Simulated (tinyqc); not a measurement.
Gain factor and gap resistance from two string resistances.

Problem. At small bit-line voltage each of the 64 cells has the resistance 1/(K x) at overdrive x (no mobility reduction) in series with a gap resistance Rg. Find K, Rg and the share of the gaps at the higher overdrive.

resistance of a string of 64 equal cells at overdrives of 4.2 and 8.7 V (kohm): [1160.4050, 745.57483]

Solution. The resistance per cell is a straight line in 1/x with slope 1/K and intercept Rg.

K = 19.0 uA/V^2
Rg = 5.60 kohm
share of the gaps = 48.1 %

tinyqc, about 0.9 s, one thread, Intel Xeon 2.30GHz (shared host): `OMP_NUM_THREADS=1 python tinyqc.py 2142198 2142199 out.jsonl`
